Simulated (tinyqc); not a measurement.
Inside a calculation. Model: MOSFET in the linear regime without short-channel effects, parameter extraction from computed curves.

Computed by the program tinyqc: `OMP_NUM_THREADS=1 python tinyqc.py 2210017 2210018 out.jsonl`, one thread of a shared Intel Xeon 2.30GHz, about 0.01 s for the whole run. Printed values are rounded.

Inversion charge Q = Cox n Vt W0(exp((Vg - VT)/(n Vt))), W0 the Lambert function and n = nf; u = Q/Cox; mobility mu = mu0/(1 + th1 u + th2 u^2); channel resistance Rch = (L - dL)/(W mu Q); Id = Vd/(Rch + Rsd/W). Cox = eps0 eox/tox. Small Vd, no channel-length or drain effects.

Inputs (values chosen for the exercise); channel values of the order met in silicon transistors: temperature T = 300 K; relative permittivity of the gate insulator (close to silicon dioxide) eox = 3.9; insulator thickness tox = 1.2 nm; low-field mobility mu0 = 180 cm^2/(V s); first mobility attenuation factor th1 = 0.2 1/V; second mobility attenuation factor th2 = 0 1/V^2; threshold voltage VT = 0.49 V; body factor nf = 1.18; gate width W = 1 um; drawn gate length L = 0.043 um; drawn less effective length dL = 0.005 um; source plus drain resistance Rsd = 360 ohm um; drain voltage Vd = 0.025 V.

Constants: q = 1.602176634e-19 C, kB = 1.380649e-23 J/K, Vt = kB T/q, eps0 = 8.8541878128e-14 F/cm where lengths are in cm. Results are converted to the units shown.

## Transfer curve

Vg, point 0 to 9 (V): 0.25  0.37  0.49  0.61  0.73  0.85  0.97  1.09  1.21  1.33

u, mu, Rch and Id as defined.

```
point	u (V)	mu (cm^2/(V s))	Rch (ohm)	Id (uA)
0	1.16791e-5	180.000	6.28158e6	0.00397966
1	5.85651e-4	179.979	1.25283e5	0.198977
2	0.0173009	179.379	4255.10	5.41700
3	0.0877636	176.895	850.592	20.6511
4	0.185013	173.577	411.203	32.4169
5	0.291179	170.094	266.625	39.8962
6	0.401387	166.624	197.447	44.8473
7	0.513852	163.225	157.444	48.3144
8	0.627745	159.922	131.541	50.8605
9	0.742618	156.723	113.463	52.8025
```

## Threshold and mobility at the peak transconductance

gm_i = (Id_(i+1) - Id_(i-1))/(Vg_(i+1) - Vg_(i-1)); at the point j of largest gm the tangent meets the axis at V_ext = Vg_j - Id_j/gm_j; field-effect mobility gm_j L/(W Cox Vd) with the drawn L.

gm, point 1 to 8 (uS): 22.5542  85.2170  112.500  80.1883  51.7933  35.0757  25.0550  18.7002
j = 3
V_ext = 0.426434 V
field-effect mobility = 67.2430 cm^2/(V s)

V_ext is 64 mV below the model VT, and the mobility so found is 67 % below mu0 L/(L - dL) = 204 cm^2/(V s), the value for the drawn L; attenuation, series resistance and the slow approach of Q to a straight line all lower the peak gm.

## The Y function

Y_i = Id_i/sqrt(gm_i). For Id = beta Vd x/(1 + th x), x = Vg - VT, Y = sqrt(beta Vd) x whatever th. Slope s from points 5 and 8; VT_Y = Vg - Y/s at point 8; beta = s^2/Vd; mobility beta L/(W Cox) with the drawn L; th* = (beta Vd x/Id - 1)/x at point 8.

Y, point 1 to 8 (uA^0.5 V^0.5): 0.0418976  0.586807  1.94700  3.62006  5.54364  7.57239  9.65228  11.7613
s = 17.2714 uA^0.5 V^-0.5
VT_Y = 0.529027 V
beta = 11932.0 uA/V^2
mobility from Y = 178.300 cm^2/(V s)
th* = 4.39659 1/V

The mobility from Y is 12 % below mu0 L/(L - dL) = 204 cm^2/(V s), which it should reach in deep inversion when th2 = 0. th* compares with th1 + mu0 Cox Rsd/(L - dL) = 5.11 1/V, since series resistance enters like th1. The match is poor here: at these overdrives Q is not yet a straight line in Vg.
